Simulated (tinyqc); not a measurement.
Strained Delta valleys, repopulation and conductivity mass: two steps of the calculation.

A cubic crystal with three pairs of conduction valleys along x, y and z under uniaxial stress X along [110] (X > 0 is tension); current along [100]. Non-degenerate electrons, fixed total density, one relaxation time for all valleys and stresses, masses unchanged by strain, so the mobility goes as the mean inverse mass.

Inputs (values chosen for the exercise); values close to those of silicon:
- T = 350 K (temperature)
- Xu = 8.84 eV (shear deformation potential)
- ml = 0.88 m0 (longitudinal mass)
- mt = 0.193 m0 (transverse mass)

Constants: q = 1.602176634e-19 C, kB = 1.380649e-23 J/K, Vt = kB T/q. Results are converted to the units shown.

Task 1. Valley shifts and shares. Valley shift dE = Xu (n.e.n - trace(e)/3) with n the valley axis; share f proportional to exp(-dE/Vt).

strain (%):
```
,x,y,z
x,-0.027850000,-0.031750000,0.000000000
y,-0.031750000,-0.027850000,0.000000000
z,0.000000000,0.000000000,0.020800000
```

Give: dE; share f.

Result 1.

```
valley,dE (meV),share f
x,-1.4336,0.34878
y,-1.4336,0.34878
z,2.8671,0.30243
```

The splitting is 4.30 meV, 0.14 Vt.

Task 2. Conductivity mass and mobility. Inverse mass along the current d = [100]: (n.d)^2/ml + (1 - (n.d)^2)/mt; mu/mu0 = sum f (1/m) over the plain mean of 1/m.

share f, valley x to z: [0.34878351, 0.34878351, 0.30243299]

Find: 1/m along d; conductivity mass; unstrained value; mu/mu0.

Result 2.

1/m along d, valley x to z (1/m0): [1.136, 5.181, 5.181]
conductivity mass = 0.2652 m0
unstrained value = 0.2609 m0
mu/mu0 = 0.9837

The possible range, all electrons in one kind of valley, is 0.296 to 1.35.

Range of the model: Shear strain also changes the transverse masses of these valleys, which is left out.

Numbers from tinyqc (`OMP_NUM_THREADS=1 python tinyqc.py 2530138 2530139 out.jsonl`; about 0.01 s on one thread of a shared Intel Xeon 2.30GHz).
